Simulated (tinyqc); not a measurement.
## Input admittance of a MOSFET at zero drain bias: distributed channel and distributed gate: effect of the channel length

Source and drain grounded, strong inversion, w = 2 pi f, Cox = eps0 eox/tox. The channel is an RC line of resistance 1/(mu Cox Vo) per square fed from both ends, so one finger has the intrinsic admittance y = i w Cox L tanh(g)/g per width, g = (1/2) sqrt(i w tau), tau = L^2/(mu Vo). The vertical resistance rv/L is in series with y, the overlaps 2 i w Cov in parallel: y_t = 1/(1/y + rv/L) + 2 i w Cov. The gate strip is a line of Rsh/L per length loaded by y_t, so a finger has Y = y_t Wf tanh(k)/k, k = (Wf/sd) sqrt(y_t Rsh/L); the device has Nf Y.

Low-frequency limits, with c = Cox L and ct = c + 2 Cov: R_strip = Rsh Wf/(3 sd^2 L Nf), R_ch = (c/ct)^2 L/(12 mu Cox Vo Wf Nf), R_vert = (c/ct)^2 rv/(L Wf Nf), C = ct Wf Nf. Z = 1/(Nf Y) = R + 1/(i w C), Q = |Im Z|/R, far-point signal |1/cosh k|.

Inputs (values chosen for the exercise); values of the order met in silicon radio-frequency transistors: relative permittivity of the gate insulator (close to silicon dioxide) eox = 3.9; insulator thickness tox = 3.9 nm; finger width Wf = 3.2 um; number of fingers Nf = 16; channel mobility mu = 190 cm^2/(V s); gate overdrive Vo = 0.62 V; sheet resistance of the gate Rsh = 19 ohm/square; vertical resistivity of the gate stack rv = 0 ohm um^2; number of ends at which a finger is contacted sd = 2; overlap and fringe capacitance on each side Cov = 0.17 fF/um; frequency f = 21 GHz.

Constants: eps0 = 8.8541878128e-14 F/cm where lengths are in cm. Results are converted to the units shown.

Effect of the channel length:
```
L (um),w tau,|k|,R (ohm),low-frequency R (ohm),C (fF),Q,signal at the far point
0.03,0.01008,0.3599,10.64,10.65,31.00,22.97,0.9986
0.058,0.03768,0.3073,5.787,5.787,43.69,29.97,0.9992
0.11,0.1355,0.2769,3.822,3.822,67.26,29.48,0.9992
0.22,0.5421,0.2582,3.927,3.928,117.1,16.49,0.9984
0.42,1.976,0.2468,6.241,6.256,206.3,5.885,0.9952
0.8,7.169,0.2214,11.46,11.76,351.7,1.881,0.9888
1.6,28.67,0.1515,18.19,24.01,408.1,1.021,0.9920
3,100.8,0.1088,18.17,45.74,383.8,1.087,0.9960
```

What does the comparison show?

As L goes from 0.03 to 3, R moves up and down between 3.82 and 18.2 ohm, C goes from 31.0 through a maximum of 408 (at L = 1.6 among the rows listed) to 384 fF and Q moves up and down between 1.02 and 30.0.

tinyqc, about 0.01 s, one thread, Intel Xeon 2.30GHz (shared host): `OMP_NUM_THREADS=1 python tinyqc.py 2262236 2262237 out.jsonl`
